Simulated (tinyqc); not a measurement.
Inside a calculation: complex band structure along [001] in sp3s* tight binding. Values are carried at full precision from step to step, so a last printed digit may differ when a step is redone from the rounded ones.

For k = (0, 0, kz) the phase sums are g0 = cos(phi) and g3 = i sin(phi), phi = kz a/4, and the s, pz, s* orbitals of anion (a) and cation (c) decouple from px, py. With z = exp(i phi), H(z) = H0 + z T + T^T/z for any complex z. H0 is diagonal (Esa, Epa, Exa, Esc, Epc, Exc). The anion-cation block is B(z) = z U + W/z and the cation-anion block z W^T + U^T/z, where U has Vss/2 (s,s), Vsapc/2 (s,z), -Vscpa/2 (z,s), Vxx/2 (z,z), Vxapc/2 (s*,z), -Vpaxc/2 (z,s*), and W has the same values with the s-z and s*-z signs reversed. |z| = 1 is a band state, |z| < 1 decays along [001] as exp(-kappa d) over a distance d, kappa = -(4/a) ln|z|. No spin-orbit coupling.

Values chosen for the exercise (out of a larger set: near a published set for AlAs, fitted to gaps, whose masses and valley positions are rough (light masses up to twice too heavy); not measured data): p = (-7.538, 0.987, -1.168, 3.593, 7.463, 6.727, -6.679, 1.88, 4.296, 5.094, 5.496, 4.521, 4.991) eV (order Esa, Epa, Esc, Epc, Exa, Exc, Vss, Vxx, Vxy, Vsapc, Vscpa, Vxapc, Vpaxc); dE = 0.46 eV (E - Ev); a = 5.661 angstrom (lattice constant).

## The layer matrices

Parameters in the order Esa, Epa, Esc, Epc, Exa, Exc, Vss, Vxx, Vxy, Vsapc, Vscpa, Vxapc, Vpaxc. Form H0 and T.

diagonal of H0 (eV): sa -7.5380, za 0.9870, s*a 7.4630, sc -1.1680, zc 3.5930, s*c 6.7270

T (eV):
```
          sa      za      s*a       sc      zc      s*c
sa    0.0000  0.0000   0.0000  -3.3395  2.5470   0.0000
za    0.0000  0.0000   0.0000  -2.7480  0.9400  -2.4955
s*a   0.0000  0.0000   0.0000   0.0000  2.2605   0.0000
sc   -3.3395  2.7480   0.0000   0.0000  0.0000   0.0000
zc   -2.5470  0.9400  -2.2605   0.0000  0.0000   0.0000
s*c   0.0000  2.4955   0.0000   0.0000  0.0000   0.0000
```

## Edges at Gamma

At z = 1 the levels follow from the blocks [[Esa, Vss], [Vss, Esc]] and [[Epa, Vxx], [Vxx, Epc]]: Ev is the lower p root, and the direct gap ends at the lower of the upper roots.

Ev = 0.0026 eV
EG (direct gap) = 3.0439 eV

## Complex wave vectors at one energy in the gap

Solve det(H0 - E + z T + T^T/z) = 0 with E = Ev + dE, as the linear problem [[0, 1], [-T^T, E - H0]] x = z [[1, 0], [0, T]] x. Roots come as z, -z, 1/z and conjugates; list those with 0 < |z| < 1 and Re z, Im z >= 0, by falling |z|. Re kz = arg(z)/(pi/2) in units of 2 pi/a, kappa = -(4/a) ln|z|.

Decaying roots:

| Re z | Im z | \|z\| | Re kz (2 pi/a) | kappa (1/angstrom) |
|---|---|---|---|---|
| 0.8335 | 0.0000 | 0.8335 | 0.0000 | 0.1287 |
| 0.1531 | 0.3864 | 0.4156 | 0.7598 | 0.6204 |

The slowest root has kappa = 0.1287 1/angstrom at Re kz = 0.000: a purely imaginary k at Gamma. The probability falls by exp(-2 kappa d), a factor 13.1 over 1 nm.

## The px, py block

For px and py the determinant gives (E - Epa)(E - Epc) = Vxx^2 cos^2(phi) + Vxy^2 sin^2(phi). With phi = i kappa a/4 this is sinh^2(kappa a/4) = ((E - Epa)(E - Epc) - Vxx^2)/(Vxx^2 - Vxy^2), E = Ev + dE. Parameters in the order Esa, Epa, Esc, Epc, Exa, Exc, Vss, Vxx, Vxy, Vsapc, Vscpa, Vxapc, Vpaxc.

sinh^2(kappa a/4) = 0.12685
kappa of the heavy-hole branch = 0.2466 1/angstrom

This branch decays faster than the slowest root of the s-pz block (0.1287), by a factor 1.92 in kappa.

## Checks

- Largest distance of a level of the 6 x 6 block at kz = 0.37 (2 pi/a) from a level of the full matrix, against zero (eV): both 0.000000.

Run: tinyqc, `OMP_NUM_THREADS=1 python tinyqc.py 1482504 1482505 out.jsonl`; Intel(R) Xeon(R) Processor @ 2.30GHz, one thread, shared host; about 0.01 s of CPU time with all checks.
